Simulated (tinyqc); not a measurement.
Capillary instabilities by surface diffusion: grooving and agglomeration of films, edge retraction, wire break-up and smoothing of roughness: one step, computed by the program tinyqc. Command: `OMP_NUM_THREADS=1 python tinyqc.py 3025273 3025274 out.jsonl dewet walk`. One thread of a shared host (Intel(R) Xeon(R) Processor @ 2.30GHz), about 0.01 s of CPU time with the checks.

Isotropic surface energy; shapes change by surface diffusion alone.

Question. The Mullins constant. B = D_s nu gamma_s Omega^2/(k_B T), D_s = D0 exp(-Q/(k_B T)).

Inputs (values chosen for the exercise, of the order of those of silicon on oxide):
```
quantity                  value        unit
surface energy gamma_s     1.32       J/m^2
atomic volume Omega          20  angstrom^3
surface sites nu             16      1/nm^2
prefactor D0            0.00092       m^2/s
activation energy Q        2.19          eV
temperature T              1241           K
time t                      320           s
```

Constants: k_B = 8.617333262e-05 eV/K; k_B = 1.380649e-23 J/K.

Give: D_s; B; length (B t)^(1/4).

Answer.

D_s = 1.175e-12 m^2/s

B = 5.794e+05 nm^4/s

length (B t)^(1/4) = 116.7 nm

Lengths grow as t^(1/4): doubling one takes 16 times as long, or roughly 210 K more.
